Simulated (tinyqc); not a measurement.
# Yield against design margin

Cells fail independently with probability Q(k) = erfc(k/sqrt(2))/2 when the margin is k standard deviations, and Y = exp(-Nb Q(k)). phi = exp(-k^2/2)/sqrt(2 pi).  k = margin/s(dVT). With one spare that repairs any one cell, Y1 = exp(-x)(1 + x), x = Nb Q(k).

Values chosen for this exercise: number of cells Nb = 8388608.

s(dVT) = 41.5 mV

Results:

| M (mV) | k | Q(k) | expected failures x | Y | Y1 |
|---|---|---|---|---|---|
| 208 | 5.012 | 2.693e-7 | 2.259 | 0.1045 | 0.3405 |
| 224 | 5.398 | 3.377e-8 | 0.2833 | 0.7533 | 0.9667 |
| 234 | 5.639 | 8.574e-9 | 0.07193 | 0.9306 | 0.9975 |
| 244 | 5.880 | 2.057e-9 | 0.01726 | 0.9829 | 0.9999 |
| 276 | 6.651 | 1.459e-11 | 1.224e-4 | 0.9999 | 1.000 |
| 291 | 7.012 | 1.174e-12 | 9.851e-6 | 1.000 | 1.000 |
| 312 | 7.518 | 2.779e-14 | 2.332e-7 | 1.000 | 1.000 |

Estimate the missing row, M = 260 mV.

Computed row:

| M (mV) | k | Q(k) | expected failures x | Y | Y1 |
|---|---|---|---|---|---|
| 260 | 6.265 | 1.863e-10 | 0.001563 | 0.9984 | 1.000 |

With this row back in the table: Over a change of the margin from 208 to 312 mV, k goes from 5.01 to 7.52, the expected failures fall by 7.0 decades and the yield goes from 0.104 to 1.000. The spare helps most at M = 208 mV among the rows, where it lifts the yield from 0.104 to 0.340.

Program tinyqc, `OMP_NUM_THREADS=1 python tinyqc.py 2090048 2090049 out.jsonl`; Intel Xeon 2.30GHz, shared host, one thread, about 0.01 s.
